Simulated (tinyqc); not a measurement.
All together: low-temperature mobility of a two-dimensional electron gas with static screening. Computed by tinyqc, a small Python program. Command: `OMP_NUM_THREADS=1 python tinyqc.py 3027327 3027328 out.jsonl twodeg walk`. One thread of a shared host (Intel(R) Xeon(R) Processor @ 2.30GHz), about 0.01 s of CPU time with the checks.

One subband is filled, the gas is degenerate and scatters at the Fermi circle; one permittivity serves on both sides of the interface. All formulas are in SI units, masses times m_0. Piezoelectric and polar phonons are left out, and n_s is taken as set by a gate, independent of N_i.

Inputs (values chosen for the exercise, modelled on a strained silicon well):

| quantity | value | unit |
|---|---|---|
| in-plane mass m | 0.183 | m_0 |
| mass across the layer m_z | 0.93 | m_0 |
| permittivity eps | 11.8 | - |
| valley degeneracy g_v | 2 | - |
| sheet density n_s | 1.5e+12 | 1/cm^2 |
| depletion charge N_d | 3.7e+10 | 1/cm^2 |
| roughness height Delta | 0.25 | nm |
| correlation length Lambda | 1.3 | nm |
| remote charge density N_i | 2.3e+10 | 1/cm^2 |
| distance d of the charges from the interface | 7.9 | nm |
| density rho | 2329 | kg/m^3 |
| sound velocity v_l | 9200 | m/s |
| deformation potential D_A | 9.5 | eV |
| temperature T | 77 | K |

Wave function: ideal sheet. Roughness spectrum: Gaussian.

Constants: m_0 = 9.1093837015e-31 kg; e = 1.602176634e-19 C; eps_0 = 8.8541878128e-12 F/m; hbar = 1.054571817e-34 J s; k_B = 1.380649e-23 J/K.

Method:
- k_F = sqrt(2 pi n_s/g_v); E_F = hbar^2 k_F^2/(2 m); q_TF = g_v m e^2/(2 pi eps eps_0 hbar^2); Fang-Howard parameter b = [12 m_z e^2 (N_d + 11 n_s/32)/(eps eps_0 hbar^2)]^(1/3), mean depth 3/b; effective field F = e (N_d + n_s/2)/(eps eps_0).
- Form factors of a sheet of zero thickness: G(q) = 1, P(q) = exp(-q d). Dielectric function eps(q) = 1 + q_TF G(q)/q, with q = 2 k_F sin(theta/2).
- Roughness: <|U|^2> = (e F)^2 S(q), S = pi Delta^2 Lambda^2 exp(-q^2 Lambda^2/4).
- 1/tau_t = (m/(pi hbar^3)) int_0^pi (1 - cos theta) <|U|^2>/eps(q)^2 dtheta; the quantum rate 1/tau_q drops the factor (1 - cos theta); 200 Gauss-Legendre points in s with theta = pi s^2, s from 0 to 1; mu = e tau_t/m.
- Remote charges: <|U|^2> = N_i [e^2 P(q)/(2 eps eps_0 q)]^2.
- Unscreened deformation potential in equipartition: 1/tau = m D_A^2 k_B T I/(rho v_l^2 hbar^3), I = int |psi|^4 dz = 3 b/16 for the Fang-Howard function (used for both wave-function options); mu = e tau/m. Bloch-Grueneisen temperature T_BG = 2 hbar v_l k_F/k_B.
- At the Fermi circle the rates add, so 1/mu is the sum; sheet resistance 1/(n_s e mu); mean free path hbar k_F mu/e; the quantum time adds the rates 1/tau_q, with the isotropic acoustic rate e/(m mu).

roughness mobility = 1.00487e+06 cm^2/(V s)

remote-charge mobility = 3.89915e+06 cm^2/(V s)

acoustic mobility = 26858.8 cm^2/(V s)

k_F = 0.217080 1/nm

tau_q, roughness = 150.101 ps

tau_q, charges = 32.4020 ps

Mobilities:

| process | mu (cm^2/(V s)) | share of 1/mu (%) |
|---|---|---|
| roughness | 1.0049e+06 | 2.5859 |
| remote charges | 3.8992e+06 | 0.66643 |
| acoustic phonons | 26859 | 96.748 |

mobility mu = 25985 cm^2/(V s)

sheet resistance = 160.13 ohm

mean free path = 371.29 nm

Dingle ratio tau_t/tau_q = 1.0689

What follows from these numbers?

The largest single share of 1/mu (97 %) belongs to acoustic phonons: disorder is weak enough for lattice vibrations to show. The Dingle ratio of 1.07 marks mostly large-angle scattering. Caution: k_B T exceeds a quarter of E_F, so scattering at the Fermi circle alone and zero-temperature screening are rough.

Extremes, crossings and ranges named in words are read from the listed rows.
